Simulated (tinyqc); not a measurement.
What moves the optical constants: free-carrier optics of a doped semiconductor (Drude model with one polar phonon).

eps(E) = ei [1 - Ep^2/(E^2 + i E Gam)] + (es - ei) wT^2/(wT^2 - E^2 - i E gT), with Ep^2 = 8 pi c (e^2/(4 pi eps0)) N/(m ei), c = hbar^2/2m0, N in 1/angstrom^3 (1e-24 per 1/cm^3); Gam = hbar/tau, tau = mu m m0/e with m0/e = 5.685630e-12 kg/C and mu in m^2/(V s). Energies in meV.

n + i k = sqrt(eps1 + i eps2) with k >= 0; R = ((n - 1)^2 + k^2)/((n + 1)^2 + k^2) at normal incidence from vacuum; alpha = 2 E k/(hbar c), times 1e8 for 1/cm; loss function Im(-1/eps) = eps2/(eps1^2 + eps2^2).

Constants: hbar^2/2m0 = 3.80998211 eV angstrom^2; e^2/(4 pi eps0) = 14.39964547 eV angstrom; hbar = 6.58211957e-16 eV s; hbar c = 1973.269805 eV angstrom.

Parameters, chosen for this exercise (mass and dielectric values near those of GaN; N and mu are free inputs; interband absorption and the rise of the mass with filling are left out; not measured data):
```
symbol  value    unit        meaning
N       3.8e+17  1/cm^3      carrier density
m       0.195    m0          conductivity mass
mu      180      cm^2/(V s)  mobility
ei      5.46                 high-frequency dielectric constant
wT      68.8     meV         TO phonon
es      9.58                 static dielectric constant
gT      0.7      meV         phonon damping
E       50.4     meV         photon energy
```

At the energy E.

One parameter was then changed.

Results before and after:
```
case     Ep (meV)  Gam (meV)       R  alpha (1/cm)
base        22.18      32.98  0.3292           434
changed     27.17      32.98  0.3242           610
```

Which of these changes was made? (a) m = 0.234 m0; (b) ei = 5.73; (c) mu = 108 cm^2/(V s); (d) E = 60.5 meV; (e) N = 5.7e+17 1/cm^3.

Answer: (e) N = 5.7e+17 1/cm^3. Of the candidates, run in turn, only this one gives the changed row.

All candidates:
```
case                 Ep (meV)  Gam (meV)       R  alpha (1/cm)
base                    22.18      32.98  0.3292           434
N = 5.7e+17 1/cm^3      27.17      32.98  0.3242           610
m = 0.234 m0            20.25      27.49  0.3299           355
mu = 108 cm^2/(V s)     22.18      54.97  0.3328           459
ei = 5.73               21.65      32.98  0.3247           433
E = 60.5 meV            22.18      32.98  0.4295           654
```

Run: tinyqc, `OMP_NUM_THREADS=1 python tinyqc.py 1681696 1681697 out.jsonl`; Intel(R) Xeon(R) Processor @ 2.30GHz, one thread, shared host; about 0.01 s of CPU time with all checks.
